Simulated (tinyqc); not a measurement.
Worked calculation: RKS/B3LYP (VWN-RPA form) in the sto-6g basis, for BeH+, spin multiplicity 1. One step of it, computed by the program tinyqc.

Problem. Iteration 1: building the Kohn-Sham matrix. J_ij = sum D_kl (ij|kl), K_ij = sum D_kl (ik|jl); F = H + J - 0.1 K + V_xc; E = tr D H + tr D J / 2 - 0.05 tr D K + E_xc + E_nn.

D at the start, lower triangle:
```
            1Be 1s     1Be 2s   1Be 2px   1Be 2py    1Be 2pz     2H 1s
1Be 1s    0.044523
1Be 2s   -0.211967   1.037692
1Be 2px   0.000000   0.000000  0.000000
1Be 2py   0.000000   0.000000  0.000000  0.000000
1Be 2pz   0.168077  -0.622266  0.000000  0.000000   1.743750
2H 1s     0.135100  -0.898674  0.000000  0.000000  -1.082682  2.696807
```

core Hamiltonian H = T + V (hartree), lower triangle:
```
            1Be 1s     1Be 2s    1Be 2px    1Be 2py    1Be 2pz      2H 1s
1Be 1s   -8.250688
1Be 2s   -1.935730  -2.378387
1Be 2px   0.000000   0.000000  -1.912068
1Be 2py   0.000000   0.000000   0.000000  -1.912068
1Be 2pz  -0.011282  -0.105280   0.000000   0.000000  -1.987292
2H 1s    -0.228157  -0.718667   0.000000   0.000000  -0.837308  -1.687842
```

Two-electron integrals (ij|kl) in chemists' order, unique and non-zero (hartree):
```
(11|11) 2.299996   (21|11) 0.361879   (21|21) 0.071926   (22|11) 0.570332
(22|21) 0.139654   (22|22) 0.417773   (31|31) 0.015252   (32|31) 0.022555
(32|32) 0.092340   (33|11) 0.570332   (33|21) 0.139654   (33|22) 0.417773
(33|33) 0.450117   (41|41) 0.015252   (42|41) 0.022555   (42|42) 0.092340
(43|43) 0.024258   (44|11) 0.570332   (44|21) 0.139654   (44|22) 0.417773
(44|33) 0.401601   (44|44) 0.450117   (51|51) 0.015252   (52|51) 0.022555
(52|52) 0.092340   (53|53) 0.024258   (54|54) 0.024258   (55|11) 0.570332
(55|21) 0.139654   (55|22) 0.417773   (55|33) 0.401601   (55|44) 0.401601
(55|55) 0.450117   (61|11) 0.042784   (61|21) 0.008282   (61|22) 0.016105
(61|33) 0.015972   (61|44) 0.015972   (61|51) 0.000826   (61|52) 0.001631
(61|55) 0.016372   (61|61) 0.001010   (62|11) 0.131584   (62|21) 0.032903
(62|22) 0.110828   (62|33) 0.106351   (62|44) 0.106351   (62|51) 0.004496
(62|52) 0.028965   (62|55) 0.119782   (62|61) 0.004230   (62|62) 0.048543
(63|31) 0.002766   (63|32) 0.013502   (63|53) 0.004682   (63|63) 0.003788
(64|41) 0.002766   (64|42) 0.013502   (64|54) 0.004682   (64|64) 0.003788
(65|11) 0.151842   (65|21) 0.038364   (65|22) 0.134506   (65|33) 0.126710
(65|44) 0.126710   (65|51) 0.007166   (65|52) 0.044893   (65|55) 0.150100
(65|61) 0.005124   (65|62) 0.066405   (65|65) 0.092797   (66|11) 0.304107
(66|21) 0.077376   (66|22) 0.291952   (66|33) 0.272145   (66|44) 0.272145
(66|51) 0.011020   (66|52) 0.094900   (66|55) 0.331566   (66|61) 0.010147
(66|62) 0.171085   (66|65) 0.246370   (66|66) 0.774999
```

nuclear repulsion = 1.21860037 hartree

V_xc (hartree), lower triangle:
```
            1Be 1s     1Be 2s    1Be 2px    1Be 2py    1Be 2pz      2H 1s
1Be 1s   -0.663492
1Be 2s   -0.136559  -0.242562
1Be 2px   0.000000   0.000000  -0.225229
1Be 2py   0.000000   0.000000   0.000000  -0.225229
1Be 2pz   0.005880   0.041060   0.000000   0.000000  -0.276873
2H 1s    -0.014810  -0.084543   0.000000   0.000000  -0.115566  -0.424519
```

E_xc = sum of w rho eps_xc = -1.17475756 hartree

Give: Coulomb J; exchange K; Kohn-Sham matrix F; total energy of this density.

Solution.

Coulomb J (hartree), lower triangle:
```
          1Be 1s   1Be 2s  1Be 2px  1Be 2py  1Be 2pz   2H 1s
1Be 1s    1.8017
1Be 2s    0.4428   1.4294
1Be 2px   0.0000   0.0000   1.3727
1Be 2py   0.0000   0.0000   0.0000   1.3727
1Be 2pz  -0.0166  -0.0002   0.0000   0.0000   1.5429
2H 1s     0.0508   0.5127   0.0000   0.0000   0.6839  1.9992
```

exchange K (hartree), lower triangle:
```
          1Be 1s   1Be 2s  1Be 2px  1Be 2py  1Be 2pz   2H 1s
1Be 1s    0.0478
1Be 2s    0.0438   0.4164
1Be 2px   0.0000   0.0000   0.1058
1Be 2py   0.0000   0.0000   0.0000   0.1058
1Be 2pz  -0.0295  -0.4305   0.0000   0.0000   0.7183
2H 1s    -0.0043   0.0800   0.0000   0.0000   0.2542  1.3813
```

Kohn-Sham matrix F (hartree), lower triangle:
```
          1Be 1s   1Be 2s  1Be 2px  1Be 2py  1Be 2pz    2H 1s
1Be 1s   -7.1172
1Be 2s   -1.6339  -1.2332
1Be 2px   0.0000   0.0000  -0.7752
1Be 2py   0.0000   0.0000   0.0000  -0.7752
1Be 2pz  -0.0191  -0.0214   0.0000   0.0000  -0.7931
2H 1s    -0.1917  -0.2985   0.0000   0.0000  -0.2944  -0.2512
```

total energy of this density = -3.546906 hartree

This density is the starting one.
